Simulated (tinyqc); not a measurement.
Tight-binding t2g bands of a cubic perovskite: sweeps and comparisons. A value that a table varies takes the place of the one given here.

Orbitals yz, zx, xy (X, Y, Z below) times spin. E_xy = Dt + 2t (2 - cos x - cos y) + 2 td (1 - cos z) + 4 t2 (1 - cos x cos y) with x = kx a and so on; yz and zx follow by cyclic change, without Dt. Spin-orbit term -(Dso/3) L.sigma + Dso/3 with (L_k)_ij = -i epsilon_kij in X, Y, Z: for Dt = 0 the quartet lies at 0 and the doublet at Dso.

Constants: hbar^2/2m0 = 3.80998211 eV angstrom^2.

Values chosen for the exercise (of the size met in SrTiO3 and KTaO3; not measured data):
- t = 0.279 eV (strong hopping)
- td = 0.032 eV (weak hopping)
- t2 = 0 eV (diagonal hopping in the plane of the orbital)
- Dso = 0.046 eV (spin-orbit splitting at Gamma)
- Dt = 0 eV (shift of xy (tetragonal field or confinement))
- a = 4.023 angstrom (lattice constant)
- k = (0.23, 0.1, 0.14) 2 pi/a (wave vector)

## Bands along [100] with and without spin-orbit coupling

k = (x,0,0). The plain columns hold the three orbital energies without spin-orbit coupling, sorted.

Levels (eV):

| x (2 pi/a) | plain 1 | plain 2 | plain 3 | pair 1 | pair 2 | pair 3 |
|---|---|---|---|---|---|---|
| 0.00 | 0.0000 | 0.0000 | 0.0000 | 0.0000 | 0.0000 | 0.0460 |
| 0.02 | 0.0005 | 0.0044 | 0.0044 | 0.0017 | 0.0044 | 0.0492 |
| 0.04 | 0.0020 | 0.0175 | 0.0175 | 0.0062 | 0.0175 | 0.0594 |
| 0.06 | 0.0045 | 0.0392 | 0.0392 | 0.0117 | 0.0392 | 0.0779 |
| 0.10 | 0.0122 | 0.1066 | 0.1066 | 0.0234 | 0.1066 | 0.1414 |
| 0.15 | 0.0264 | 0.2300 | 0.2300 | 0.0396 | 0.2300 | 0.2628 |
| 0.20 | 0.0442 | 0.3856 | 0.3856 | 0.0582 | 0.3856 | 0.4175 |
| 0.30 | 0.0838 | 0.7304 | 0.7304 | 0.0984 | 0.7304 | 0.7618 |
| 0.50 | 0.1280 | 1.1160 | 1.1160 | 0.1429 | 1.1160 | 1.1471 |

At the zone edge the heavy yz band has risen by 0.128 eV (4 td) and the light ones by 1.116 eV (4t + 8 t2). Spin-orbit coupling mixes the orbitals while their spacing is below Dso = 0.046 eV: the lowest pair lies +1.2 meV from the plain band at x = 0.02 and +14.9 meV at the edge, where yz has parted from the other two and its offset tends to Dso/3 = 15.3 meV; zx and xy, 0 meV apart without the coupling, still mix there.

## Order of the levels against the shift of xy

Levels at Gamma, the xy weight of the lowest pair and its mass along [100] from m/m0 = c q^2/(E(q) - E(0)), q = 0.001 (2 pi/a).

At Gamma:

| Dt (eV) | pair 1 (eV) | pair 2 (eV) | pair 3 (eV) | xy weight of pair 1 | mass (m0) |
|---|---|---|---|---|---|
| -0.30 | -0.2862 | 0.0000 | 0.0322 | 0.995 | 0.846 |
| -0.15 | -0.1375 | 0.0000 | 0.0335 | 0.984 | 0.850 |
| -0.08 | -0.0694 | 0.0000 | 0.0354 | 0.955 | 0.861 |
| -0.03 | -0.0234 | 0.0000 | 0.0394 | 0.861 | 0.899 |
| -0.01 | -0.0071 | 0.0000 | 0.0431 | 0.752 | 0.948 |
| 0.01 | 0.0000 | 0.0062 | 0.0498 | 0.000 | 1.514 |
| 0.03 | 0.0000 | 0.0151 | 0.0609 | 0.000 | 1.514 |
| 0.08 | 0.0000 | 0.0241 | 0.1019 | 0.000 | 1.514 |
| 0.15 | 0.0000 | 0.0273 | 0.1687 | 0.000 | 1.514 |

For Dt > 0 the lowest pair is the pure yz, zx combination at 0, with mass 1.514 at Dt = 0.15 eV. For Dt < 0 it gains xy weight, 0.75 at -0.01 and 1.00 at -0.3 eV, and its mass tends to the light value 0.844; the scale of the change is Dso = 0.046 eV.

## What each parameter does

The three pairs at k. Each row changes one parameter from the base and keeps the others.

Results:

| case | pair 1 (eV) | pair 2 (eV) | pair 3 (eV) |
|---|---|---|---|
| base | 0.3787 | 0.6311 | 0.7216 |
| t = 0.3069 eV | 0.4097 | 0.6908 | 0.7902 |
| td = 0.048 eV | 0.4066 | 0.6425 | 0.7279 |
| t2 = 0.02 eV | 0.4176 | 0.7030 | 0.7950 |
| Dso = 0.0598 eV | 0.3822 | 0.6342 | 0.7287 |
| Dt = -0.03 eV | 0.3785 | 0.6019 | 0.7208 |

The largest shifts from the base row, up to three for each result and ties (the steps differ in size, so this ranks the rows, not the parameters). pair 1 (eV): t2 +0.0389, t +0.0310, td +0.0279. pair 2 (eV): t2 +0.0719, t +0.0597, Dt -0.0292. pair 3 (eV): t2 +0.0735, t +0.0687, Dso +0.0071.

(tinyqc, `OMP_NUM_THREADS=1 python tinyqc.py 1451105 1451106 out.jsonl`, Intel(R) Xeon(R) Processor @ 2.30GHz, 1 thread, shared host, about 0.01 s.)
